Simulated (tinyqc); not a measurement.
# Precursor delivery by bubblers, mass-transport growth and the solid composition of a III-V alloy, step by step

A worked calculation. Computed by tinyqc, a small Python program that keeps every step. Command: `OMP_NUM_THREADS=1 python tinyqc.py 3013760 3013761 out.jsonl movpe_thermo walk`. One thread of a shared host (Intel(R) Xeon(R) Processor @ 2.30GHz), about 0.01 s of CPU time with the checks. Intermediate numbers are printed to about 6 digits and carried at full precision; extremes and crossings named in words are read from the listed rows.

1 sccm = 44.615 micromol/min; 1 torr = 133.322 Pa. The sources decompose fully at the surface.

Inputs (values chosen for the exercise, modelled on trimethylgallium (source 1) and trimethylindium (source 2) for the vapour pressures):
```
quantity                                                                                                  value        unit
bath temperature T1                                                                                         276           K
bath temperature T2                                                                                         299           K
bubbler pressure p_b                                                                                        600        torr
carrier flow F1                                                                                              11        sccm
carrier flow F2                                                                                             140        sccm
total flow F_t                                                                                               16         slm
group-V flow F_V                                                                                             34        sccm
reactor pressure p                                                                                          200        torr
growth temperature T                                                                                        850           K
diffusivity at 273 K and 760 torr                                                                          0.45      cm^2/s
flow cross-section A                                                                                         31        cm^2
distance from the leading edge z                                                                             13          cm
lattice constant a                                                                                         5.61    angstrom
interaction L0 of the solid                                                                                7.86      kJ/mol
log10 of p_B,eq over pure BC at 1000 K and 1 torr of group V (exaggerated: liquid indium has about -4.1)   -3.7  log10 torr
enthalpy of that equilibrium H                                                                              388      kJ/mol
```

Alloy: mixing on the group-III sites, with desorption of B.

constants a, b of source 1 (log10 torr, K): 8.049  1703

constants a, b of source 2 (log10 torr, K): 10.51  3014

Constants: k_B = 1.380649e-23 J/K; R = 8.314462618 J/(mol K).

## Bubblers

log10 p_v = a - b/T_bath; molar flow = F x 44.615 x p_v/(p_b - p_v) for a saturated bubbler.

vapour pressure 1 = 75.6328 torr

molar flow 1 = 70.7861 micromol/min

vapour pressure 2 = 2.68988 torr

molar flow 2 = 28.1282 micromol/min

One kelvin of bath error changes flow 1 by 5.9 % and flow 2 by 7.8 %.

## Partial pressures in the reactor

p_i = p n_i/(44615 F_t), F_t in slm; p_V = p F_V/(1000 F_t), counted per molecule supplied; V/III = 44.615 F_V/(n1 + n2); vapour fraction of source 2 = n2/(n1 + n2).

p_1 = 0.0198325 torr

p_2 = 0.00788081 torr

p_V = 0.425 torr

V/III ratio = 15.3356

vapour fraction of source 2 = 0.284369

## Mass transport

Mean velocity u = (F_t/A)(760/p)(T/273); D = D0 (T/273)^1.75 (760/p); boundary layer delta = sqrt(pi D z/u); flux = D dp/(delta k_B T); growth rate = flux x a^3/4.

velocity u = 101.776 cm/s

D = 12.4794 cm^2/s

boundary layer delta = 2.23780 cm

growth rate per torr of group III = 100.671 micrometre/(h torr)

Caution: the boundary layer is a quarter or more of the root of the cross-section, so it fills much of the channel and depletion along the flow matters.

## Solid composition

A sticks fully. B desorbs: its surface pressure is p_B* = x gamma_B K/sqrt(p_V), ln gamma_B = L0 (1 - x)^2/(R T), K = 10^(log10 K at 1000 K) exp[-(H/R)(1/T - 1/1000)], p_V in torr. With equal diffusivities x = (p_2 - p_B*)/(p_1 + p_2 - p_B*). Growth rate = rate per torr x p_1/(1 - x).

K/sqrt(p_V) = 8.11594e-08 torr

solid fraction x = 0.284368

share of B incorporated, 1 - p_B*/p_2 = 0.999995

growth rate = 2.78992 micrometre/h

Desorption is negligible: the solid copies the vapour.

## Incorporation against temperature

A sticks fully. B desorbs: its surface pressure is p_B* = x gamma_B K/sqrt(p_V), ln gamma_B = L0 (1 - x)^2/(R T), K = 10^(log10 K at 1000 K) exp[-(H/R)(1/T - 1/1000)], p_V in torr. With equal diffusivities x = (p_2 - p_B*)/(p_1 + p_2 - p_B*).

At fixed flows:
```
T (K)  K/sqrt(p_V) (torr)         x  share of B incorporated, 1 - p_B*/p_2
948           2.36664e-05  0.284080                               0.998578
986           1.57777e-04  0.282479                               0.990735
1021          7.99192e-04  0.275015                               0.954628
1046          2.38272e-03  0.257320                               0.871924
1075          7.93885e-03  0.203291                               0.642133
1103          2.38968e-02  0.113849                               0.323316
1135          7.87727e-02  0.041475                               0.108890
1181          3.90724e-01  0.008980                               0.022803
```

x equals the vapour fraction 0.284 while gamma_B K/sqrt(p_V) is small against p_1 + p_2 = 0.028 torr and falls once it is not. Between the last rows the apparent energy R d ln x/d(1/T) is 371 kJ/mol, against H = 388.

Checks made by the program: the sensitivity to the bath against a difference (relative difference below 1e-10).
